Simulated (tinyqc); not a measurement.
## Resistance of a source-drain extension with a graded tip: abruptness at a fixed junction position

y runs along the channel, the gate covers y > 0. The doping is N0 for y < y0 and N0 10^(-(y - y0)/la) beyond, uniform over the depth xj. Sheet conductance s(y) = q mu(N) max(N - Nch, 0) xj + (for y > 0) ma Cox Vo, with mu(N) = u0 + (u1 - u0)/(1 + (N/Nr)^au) and Cox = eps0 eox/tox. Current is taken as one-dimensional; depletion of the tip, spreading and the contact are left out. The metallurgical junction lies at yj, where N = Nch.

R_spacer = integral of dy/s from -Ls to 0, R_ov from 0 to yj, R_channel = (Lg - 2 yj)/(ma Cox Vo), R_total = 2 R_spacer + 2 R_ov + R_channel. Electrical length L_eff = ma Cox dR_total/d(1/Vo); R_series = R_total - L_eff/(ma Cox Vo). y0 is moved with la so that yj stays at 14.413 nm.

Inputs (values chosen for the exercise); mobility law close to that of electrons in silicon:
- eox = 9.06 (relative permittivity of the gate insulator (close to aluminium oxide))
- tox = 3.7 nm (insulator thickness)
- N0 = 1.3e20 cm^-3 (active doping of the extension far from the gate)
- xj = 17 nm (depth of the extension)
- Nch = 6.9e17 cm^-3 (channel doping)
- Ls = 10 nm (spacer length)
- Vo = 0.62 V (gate overdrive)
- ma = 110 cm^2/(V s) (mobility of the gate-induced layer)
- u1 = 1414 cm^2/(V s) (mobility at low doping)
- u0 = 68.5 cm^2/(V s) (mobility at high doping)
- Nr = 9.2e16 cm^-3 (reference doping)
- au = 0.711 (exponent)
- Lg = 50 nm (gate length)

Constants: q = 1.602176634e-19 C, eps0 = 8.8541878128e-14 F/cm where lengths are in cm. Results are converted to the units shown.

The same in every row: yj (nm) = 14.41; R_channel (ohm um) = 143.2.

Result of one run:

| R_spacer (ohm um) | R_ov (ohm um) | R_total (ohm um) | L_eff (nm) | R_series (ohm um) |
|---|---|---|---|---|
| 5.645 | 49.44 | 253.4 | 30.20 | 49.15 |

Which lateral abruptness la gave this result: 3.5, 4.8, 7.3, 8.6 or 9.9 nm/decade?

la = 8.6 nm/decade.

The whole series:

| la (nm/decade) | R_spacer (ohm um) | R_ov (ohm um) | R_total (ohm um) | L_eff (nm) | R_series (ohm um) |
|---|---|---|---|---|---|
| 1 | 3.726 | 10.43 | 171.5 | 22.30 | 20.69 |
| 2.3 | 3.726 | 17.38 | 185.4 | 23.67 | 25.35 |
| 3.5 | 3.726 | 23.79 | 198.2 | 24.93 | 29.66 |
| 4.8 | 3.726 | 30.74 | 212.1 | 26.29 | 34.33 |
| 6.1 | 3.726 | 37.68 | 226.0 | 27.65 | 38.99 |
| 7.3 | 4.053 | 43.81 | 238.9 | 28.90 | 43.46 |
| 8.6 | 5.645 | 49.44 | 253.4 | 30.20 | 49.15 |
| 9.9 | 8.637 | 54.08 | 268.6 | 31.40 | 56.30 |

As la goes from 1 to 9.9 nm/decade, R_total rises from 172 to 269 ohm um, R_spacer rises from 3.73 to 8.64 ohm um and R_ov rises from 10.4 to 54.1 ohm um. R_total changes on average by 10.9 ohm um for each nm/decade. L_eff exceeds the metallurgical length by 1.13 nm in the first row and 10.2 nm in the last, since the gate also controls the lightly doped tips.

Numbers from tinyqc (`OMP_NUM_THREADS=1 python tinyqc.py 2282258 2282259 out.jsonl`; about 0.03 s on one thread of a shared Intel Xeon 2.30GHz).
